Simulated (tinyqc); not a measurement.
Read current of a NAND string, cells in series solved by shooting: one step of the calculation.

Cells in series, numbered from 0 at the source line (0 V) to the bit line, each followed by a gap resistance Rg. A cell with gate Vg, threshold VT, source Vs and drain Vd passes I = 2 nf K Vt^2 [F(Vs) - F(Vd)]/(1 + th max(Vg - VT, 0)), F(V) = ln^2(1 + exp((Vg - VT - nf V)/(2 nf Vt))). The selected cell has Vg = Vr, the others Vg = Vp.

Problem. Node voltages for a trial current. For a trial current I start at 0 V and, cell by cell (the selected one is cell 1), solve for the drain: sqrt(F(Vd)) = sqrt(F(Vs) - I/k), k = 2 nf K Vt^2/(1 + th max(Vg - VT, 0)), Vd = [Vg - VT - 2 nf Vt ln(exp(sqrt F) - 1)]/nf, then add I Rg.

Inputs (values chosen for the exercise); values of the order met in vertical NAND strings: temperature T = 300 K; gain factor of a cell K = 6.2 uA/V^2; slope factor nf = 2.1; mobility reduction factor th = 0.2 1/V; resistance of the gap between cells Rg = 26 kohm; bit-line voltage Vbl = 0.3 V; pass voltage Vp = 6.5 V; read voltage on the selected word line Vr = 2.14 V.

Constants: q = 1.602176634e-19 C, kB = 1.380649e-23 J/K, Vt = kB T/q. Results are converted to the units shown.

first trial current = 0.35 uA
thresholds from the source end, cell 0 to 4 (V): [-0.8, 0.7, 3.1, 3.1, -0.8]

Find: node voltage after each cell and gap, trial 1.

Solution.

node voltage after each cell and gap, trial 1, cell 0 to 4 (V): [0.02818, 0.09223, 0.1312, 0.1710, 0.2001]

Numbers from tinyqc (`OMP_NUM_THREADS=1 python tinyqc.py 2142006 2142007 out.jsonl`; about 0.6 s on one thread of a shared Intel Xeon 2.30GHz).
